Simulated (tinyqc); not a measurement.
BCS gap equation with a constant attraction inside the Debye window: one step, computed by the program tinyqc.

Pairs attract with strength V for |xi| < k_B Theta; N(0) is the density of states for one spin. Energies are given as temperatures (E/k_B, in K) unless marked.

Question. Critical temperature. Gap equation: 1/(N(0)V) = I(Delta, T) = int_0^Theta tanh(E/2T)/E d xi, E = sqrt(xi^2 + Delta^2); 64 Gauss-Legendre points in y with xi = max(Delta, T) sinh(y). T_c solves I(0, T_c) = 1/(N(0)V); the weak-coupling form is T_c = (2 e^C/pi) Theta exp(-1/(N(0)V)) with Euler's C = 0.5772157, and 2 Delta_0/T_c then tends to 2 pi e^-C = 3.528.

Inputs (values chosen for the exercise, modelled on titanium nitride): coupling N(0)V = 0.213; Debye temperature Theta = 546 K.

Solver: secant.

Delta_0 = 9.984302 K

Give: T_c; weak-coupling T_c; 2 Delta_0/T_c.

Answer.

T_c = 5.6600 K

weak-coupling T_c = 5.6600 K

2 Delta_0/T_c = 3.5280

T_c/Theta = 0.0104; the ratio lies +0.01 % from 3.528, so the universal weak-coupling laws hold.
